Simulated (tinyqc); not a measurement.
Sublattice potential against complex hopping: Haldane model. Computed by the program tinyqc. H_AA = delta - 2 t2 sum cos(k.b + phi), H_BB = -delta - 2 t2 sum cos(k.b - phi), H_AB = -t1 (1 + exp(-i k.a1) + exp(-i k.a2)), b = a1, a2 - a1, -a2, m = 3 sqrt3 t2 sin(phi); the sign of the Chern number follows the orientation k1 then k2.

Honeycomb lattice:
```
parameter      value
t1 (eV)     2.040000
t2 (eV)     0.120000
phi (rad)  -0.730000
```

Gaps at the two valleys (eV) and Chern number of the lower band (12 x 12 mesh):
```
delta    gap 2|delta - m|  gap 2|delta + m|  Chern number
-0.7480            0.6644            2.3276             0
-0.5410            0.2504            1.9136             0
-0.2490            0.3336            1.3296             1
0.0000             0.8316            0.8316             1
0.1660             1.1636            0.4996             1
0.3120             1.4556            0.2076             1
0.5200             1.8716            0.2084             0
0.8320             2.4956            0.8324             0
```

What does the comparison show, and why?

Here |m| = 0.4158 eV. For |delta| < |m| the two valleys have masses of opposite sign and the Chern number is +/-1; one gap closes at |delta| = |m|, and beyond it the band is trivial.
